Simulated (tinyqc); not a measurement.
## Thermionic emission over a Gaussian spread of barriers: effect of the spread

Metal on an n-type semiconductor with one parabolic valley; V > 0 is forward bias (metal positive). Patches of barrier height b are spread as a Gaussian with mean phi - r2 V and variance sg^2 + r3 V; each carries A* T^2 exp(-b/Vt) [exp(V/Vt) - 1].

A* = 4 pi q me m0 kB^2/h^3 (times 1e-4 for A/(cm^2 K^2)). At zero bias the mean of exp(-b/Vt) gives phi_ap(0) = phi - sg^2/(2 Vt), J0 = A* T^2 exp(-phi_ap(0)/Vt), and the current is centred on b = phi - sg^2/Vt.

Parameters, values chosen for the exercise; band and dielectric values those of a made-up semiconductor: temperature T = 200 K; electron mass me = 0.213 m0; barrier height seen from the metal phi = 1.12 eV.

Constants: q = 1.602176634e-19 C, kB = 1.380649e-23 J/K, h = 6.62607015e-34 J s, m0 = 9.1093837015e-31 kg, Vt = kB T/q. Results are converted to the units shown.

Effect of the spread:

| sg (eV) | phi_ap(0) (eV) | J0 (A/cm^2) | barrier that carries most current (eV) |
|---|---|---|---|
| 0.02 | 1.1084 | 1.2020e-22 | 1.0968 |
| 0.03 | 1.0939 | 2.7889e-22 | 1.0678 |
| 0.039 | 1.0759 | 7.9327e-22 | 1.0317 |
| 0.049 | 1.0503 | 3.4894e-21 | 0.98069 |
| 0.058 | 1.0224 | 1.7650e-20 | 0.92481 |
| 0.068 | 0.98585 | 1.4719e-19 | 0.85170 |
| 0.078 | 0.94350 | 1.7187e-18 | 0.76699 |

The apparent barrier falls from 1.11 to 0.943 eV, by sg^2/(2 Vt), and J0 grows by a factor of 14300 over the table. The lowering equals Vt at sg = sqrt(2) Vt = 0.0244 eV. In 3 of the 7 rows sg exceeds 3 Vt, so the current comes from more than three deviations below the mean, a tiny share of the area that a Gaussian of independent patches describes poorly.

Numbers from tinyqc (`OMP_NUM_THREADS=1 python tinyqc.py 2640157 2640158 out.jsonl`; about 0.01 s on one thread of a shared Intel Xeon 2.30GHz).
